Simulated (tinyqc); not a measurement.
Off-state leakage of single and stacked transistors: one step of the calculation.

n-channel devices of unit width. Subthreshold current I(Vg, Vs, Vd) = I0 (T/300 K)^0.5 exp[(Vg - Vs - VT(T) - gb (Vs - Vb) + dd (Vd - Vs))/(nf Vt)] (1 - exp(-(Vd - Vs)/Vt)), VT(T) = VT - cT (T - 300 K). Gate-edge tunnelling Ig (Vd/1 V) exp(ag (Vd - 1 V)), for a gate at 0 V, and band-to-band leakage Ab u exp(-Bb/u), u = Vd - Vb + 1 V, flow at a drain held at V; both are taken as independent of T. In a stack of off transistors (all gates at 0 V) the same subthreshold current passes through each.

Task. Leakage of one transistor. Vg = Vs = 0, Vd = V; effective threshold VT(T) - gb Vb - dd V.

Inputs (values chosen for the exercise); values of the order met in bulk silicon logic transistors:
- T = 358 K (temperature)
- V = 1.2 V (supply voltage)
- VT = 0.27 V (threshold at 300 K, zero drain and body bias)
- cT = 0.6 mV/K (fall of the threshold with temperature)
- I0 = 0.13 uA/um (current at threshold at 300 K)
- nf = 1.21 (slope factor)
- dd = 0.06 (drain-induced lowering per volt)
- gb = 0.25 (rise of the threshold per volt of source-body bias)
- Ig = 0.0003 uA/um (gate-edge tunnelling current at 1 V)
- ag = 3.1 1/V (exponential slope of the gate current)
- Ab = 30 uA/(um V) (prefactor of band-to-band leakage at the drain)
- Bb = 28 V (its exponential voltage)
- Vb = 0 V (body voltage)

Constants: q = 1.602176634e-19 C, kB = 1.380649e-23 J/K, Vt = kB T/q. Results are converted to the units shown.

Wanted: effective threshold; parts; total; shares.

Result.

effective threshold = 0.1632 V
parts (nA/um): subthreshold 1.793, gate edge 0.6692, band-to-band 0.1960
total = 2.658 nA/um
shares (%): subthreshold 67.45, gate edge 25.18, band-to-band 7.372

The subthreshold part is the largest.

Program tinyqc, `OMP_NUM_THREADS=1 python tinyqc.py 2242249 2242250 out.jsonl`; Intel Xeon 2.30GHz, shared host, one thread, about 0.04 s.
